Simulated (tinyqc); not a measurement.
Optical gain and spontaneous emission in a bulk direct-gap semiconductor: sweeps and comparisons. A value that a table varies takes the place of the one given here.

Parabolic bands, vertical transitions, no excitons. For each hole band j: mr = me mj/(me + mj); joint density of states J_j(E) = (mr/c)^(3/2) sqrt(E - Eg)/(2 pi^2), both spins, c = hbar^2/2m0; averaged matrix element |e.p|^2 = m0 Ep/6; alpha_j(E) = 4 pi^2 alpha_f c Ep J_j/(3 nr E) in 1/angstrom (alpha_f the fine-structure constant, listed as alpha among the constants), times 1e8 for 1/cm.

F_j(eta) = (1/Gamma(j + 1)) integral_0^infinity x^j dx/(1 + exp(x - eta)), which tends to exp(eta) for eta << 0.

Quasi-Fermi levels: n = Nc F_1/2(Fc/kT) and p = Nv F_1/2(Fv/kT), Fc counted up from the conduction edge and Fv down from the valence edge; Nc, Nv from N = 2 (m kB T/(4 pi c))^(3/2) with c = hbar^2/2m0, in 1/angstrom^3; times 1e24 for 1/cm^3, with me and (mhh^(3/2) + mlh^(3/2))^(2/3).

For band j the electron sits at Ee = (E - Eg) mr/me above its edge and the hole at Eh = (E - Eg) mr/mj; fe = 1/(1 + exp((Ee - Fc)/kT)), fh = 1/(1 + exp((Eh - Fv)/kT)); gain g = sum_j alpha_j (fe + fh - 1).

Spontaneous rate: R = integral of (nr E/(hbar c))^2/(pi^2 hbar) sum_j alpha_j fe fh dE, with alpha in 1/cm and (nr E/(hbar c))^2 in 1/cm^2 (1e16 per 1/angstrom^2); B = R/(n p); lifetime n/R.

Constants: hbar^2/2m0 = 3.80998211 eV angstrom^2; fine-structure constant alpha = 0.007297352564; kB = 8.617333262e-05 eV/K; hbar = 6.58211957e-16 eV s; hbar c = 1973.269805 eV angstrom.

Inputs chosen for the exercise (near those of GaAs; shifted at random, so the results belong to these values and not to a real crystal):
- Eg = 1.422 eV (direct gap)
- me = 0.0683 m0 (electron mass)
- mhh = 0.492 m0 (heavy-hole mass)
- mlh = 0.0798 m0 (light-hole mass)
- Ep = 24.8 eV (Kane energy)
- nr = 3.65 (refractive index)
- T = 250 K
- n = 2.8e+18 1/cm^3 (injected density, n = p)

## Peak gain against injection

The peak is the largest g over E; a dash marks no gain.

Gain:

| n (1/cm^3) | Fc (eV) | Fv (eV) | peak gain (1/cm) | peak E - Eg (eV) | B (cm^3/s) |
|---|---|---|---|---|---|
| 4.7e+17 | 0.0172 | -0.0577 | - | - | 2.93e-10 |
| 7.5e+17 | 0.0333 | -0.0474 | - | - | 2.75e-10 |
| 1.1e+18 | 0.0488 | -0.0387 | 50 | 0.0035 | 2.56e-10 |
| 1.3e+18 | 0.0565 | -0.0349 | 151 | 0.0078 | 2.47e-10 |
| 1.7e+18 | 0.0703 | -0.0287 | 384 | 0.0158 | 2.30e-10 |
| 2.2e+18 | 0.0856 | -0.0226 | 677 | 0.0251 | 2.13e-10 |
| 2.8e+18 | 0.1022 | -0.0168 | 1004 | 0.0351 | 1.96e-10 |
| 3.8e+18 | 0.1269 | -0.0091 | 1486 | 0.0494 | 1.74e-10 |

transparency density (Fc + Fv = 0) = 9.42e+17 1/cm^3

How do the results move?

Gain starts at 9.42e+17 1/cm^3, where Fc = -Fv = 0.0422 eV: with Nv/Nc = 21 the electrons must be degenerate before the holes are. The slope of peak gain against n is 5.08e-16 cm^2 between the first two rows with gain and 4.81e-16 between the last two; the peak moves from 0.0035 to 0.0494 eV above the gap as the bands fill, and B falls by a factor 1.69. Line broadening and gap shrinkage are left out.

## Gain spectrum

At the density n.

Spectrum:

| E - Eg (eV) | alpha, empty (1/cm) | fe, heavy | fh, heavy | g (1/cm) |
|---|---|---|---|---|
| 0.005 | 1825 | 0.989 | 0.309 | 534 |
| 0.010 | 2572 | 0.987 | 0.303 | 720 |
| 0.020 | 3612 | 0.981 | 0.291 | 916 |
| 0.030 | 4393 | 0.971 | 0.279 | 995 |
| 0.045 | 5325 | 0.948 | 0.262 | 970 |
| 0.060 | 6087 | 0.909 | 0.246 | 786 |
| 0.080 | 6935 | 0.815 | 0.226 | 227 |
| 0.100 | 7652 | 0.661 | 0.207 | -796 |
| 0.130 | 8556 | 0.364 | 0.180 | -3064 |
| 0.170 | 9538 | 0.101 | 0.149 | -5968 |
| 0.220 | 10520 | 0.014 | 0.117 | -8485 |

Fc + Fv = 0.0854 eV

What does this show?

g is positive below E - Eg = 0.0854 eV; the largest value listed is 995 1/cm at 0.030 eV. At 0.220 eV above the gap g is -0.81 times the absorption of the empty crystal, whose limit is -1.

## Transparency density and B against temperature

Eg is held fixed; B is taken at n = 1e15 1/cm^3.

Results:

| T (K) | transparency density (1/cm^3) | Fc/kT there | B (cm^3/s) |
|---|---|---|---|
| 100 | 2.38e+17 | 1.960 | 1.29e-09 |
| 150 | 4.38e+17 | 1.960 | 7.04e-10 |
| 200 | 6.74e+17 | 1.960 | 4.60e-10 |
| 250 | 9.42e+17 | 1.960 | 3.30e-10 |
| 300 | 1.24e+18 | 1.960 | 2.53e-10 |
| 350 | 1.56e+18 | 1.960 | 2.01e-10 |
| 400 | 1.91e+18 | 1.960 | 1.65e-10 |
| 500 | 2.67e+18 | 1.960 | 1.19e-10 |

What can be read from the table?

Fc/kT at transparency stays at 1.960, since it depends on Nv/Nc alone, so the density goes as T^1.50. B goes as T^-1.48, against T^-1.5 for non-degenerate carriers: hot carriers spread over k and fewer pairs share a wave vector.

## What moves transparency and gain

Transparency is Fc + Fv = 0; the peak is the largest g over E at the density n (0 if none). Each row changes one parameter from the base and keeps the others.

Results:

| case | transparency density (1/cm^3) | Fc + Fv (eV) | peak gain (1/cm) |
|---|---|---|---|
| base | 9.42e+17 | 0.0854 | 1004 |
| me = 0.0785 m0 | 1.08e+18 | 0.0709 | 1034 |
| mhh = 0.295 m0 | 7.28e+17 | 0.1035 | 1652 |
| Ep = 27.3 eV | 9.42e+17 | 0.0854 | 1105 |
| T = 290 K | 1.18e+18 | 0.0750 | 752 |
| n = 3.64e+18 1/cm^3 | 9.42e+17 | 0.1129 | 1413 |
| nr = 3.83 | 9.42e+17 | 0.0854 | 957 |

What can be read from the table?

The largest shifts from the base row, up to three for each result and ties (the steps differ in size, so this ranks the rows, not the parameters). transparency density (1/cm^3): T +2.35e+17, mhh -2.14e+17, me +1.35e+17; unchanged at the printed digits by Ep, n and nr. Fc + Fv (eV): n +0.0275, mhh +0.0181, me -0.0145; unchanged at the printed digits by Ep and nr. peak gain (1/cm): mhh +648, n +409, T -252.

Run: tinyqc, `OMP_NUM_THREADS=1 python tinyqc.py 1652484 1652485 out.jsonl`; Intel(R) Xeon(R) Processor @ 2.30GHz, one thread, shared host; about 0.07 s of CPU time with all checks.
